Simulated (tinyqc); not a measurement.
Shallow acceptor in the spherical four-band model, step by step. Values are carried at full precision from step to step, so a last printed digit may differ when a step is redone from the rounded ones.

Units Ry* = Ry/(g1 eps^2) and a* = a0 eps g1; mu = (6 g3 + 4 g2)/(5 g1) is the spherical heavy-light coupling and delta = (g3 - g2)/g1 the cubic term, which is left out.

Constants: Ry = 13.60569312 eV; a0 (Bohr radius) = 0.5291772105 angstrom.

Inputs chosen for the exercise (near those of a shallow acceptor in Si, where the small spin-orbit splitting and strong warping make this model rough; the results hold for these values, not for the real material):
- g1 = 4.27 (Luttinger gamma1)
- g2 = 0.34 (gamma2)
- g3 = 1.46 (gamma3)
- eps = 11.8 (dielectric constant)
- al = (0.177, 1.06, 6.38) 1/a*^2 (exponents a_i, the same for f and g)
- Dso = 0.043 eV (spin-orbit splitting)

## Units and couplings

Give Ry*, a*, mu, delta and the spherical masses 1/(g1 (1 -/+ mu)).

Ry* = 22.884 meV
a* = 26.66 angstrom
mu = 0.4740
delta = 0.2623

heavy and light mass (m0): 0.4452  0.1589

A hydrogen model with the heavy mass would bind by Ry*/(1 - mu) = 43.5 meV and with the light mass by 15.5 meV. delta/mu = 0.55: the cubic term is not small, so the spherical result is a first estimate.

## Matrices in a small basis

The ground state 1S3/2 has an L = 0 part f(r) and an L = 2 part g(r). In units of Ry* and a*, with Gaussians f_i = exp(-a_i r^2), g_i = r^2 exp(-a_i r^2), A = a_i + a_j and I(n) = Gamma((n + 1)/2)/(2 A^((n + 1)/2)): S_ff = I(2), S_gg = I(6), H_ff = (6 a_i a_j/A) I(2) - 2 I(1), H_gg = (14 a_i a_j/A) I(6) - 2 I(5), H_fg = -mu [15 I(2) - 20 a_j I(4) + 4 a_j^2 I(6)]; each function is then normalised. The split-off band is left out.

Form S and H.

S, lower triangle:
```
        f1      f2      f3      g1      g2      g3
f1  1.0000
f2  0.5861  1.0000
f3  0.1845  0.5845  1.0000
g1       0       0       0  1.0000
g2       0       0       0  0.2874  1.0000
g3       0       0       0  0.0194  0.2856  1.0000
```

H (Ry*), lower triangle:
```
         f1       f2        f3       g1      g2       g3
f1  -0.8117
f2  -0.9377  -0.1059
f3  -0.8757  -0.4102   11.0786
g1  -0.3249  -0.5594   -0.2271   0.5229
g2  -0.0934  -1.9460   -3.3456   0.2256  5.6675
g3  -0.0063  -0.5558  -11.7125  -0.0130  2.6972  40.3606
```

## Ground state in the small basis

Solve H u = E S u for the lowest level of the acceptor; the first half of the basis is L = 0 and the second L = 2. Give E, E without the f-g block, and the L = 2 weight u_g S_gg u_g with u S u = 1.

E = -1.230 Ry*
E without coupling = -0.989 Ry*
L = 2 weight = 0.089

Without the coupling the exact value is -1, which this basis, tuned to the compact coupled state, misses by 0.011. The coupling to L = 2 takes the level to 1.23 times that exact value.

## Converged result

Converged values use 22 exponents 2.2^i, i = -7 to 14, for f and for g.
Ground and next level of the same symmetry, L = 2 weight and mean radius.

1S3/2 and 2S3/2 (Ry*): -1.260  -0.344

binding energies (meV): 28.8  7.9

L = 2 weight = 0.098
<r> = 32.9 angstrom

The small basis reaches 98 % of the binding. The ratio 1S/2S is 3.66 (4 for hydrogen). The binding is 0.67 of Dso, so the split-off band, left out here, would deepen it noticeably.

## Checks

- Level at mu = 0 against -1 Ry*: both -1.0000.
- Ground level from a second, denser basis, Ry*: both -1.260.

Run: tinyqc, `OMP_NUM_THREADS=1 python tinyqc.py 1280572 1280573 out.jsonl`; Intel(R) Xeon(R) Processor @ 2.30GHz, one thread, shared host; about 0.03 s of CPU time with all checks.
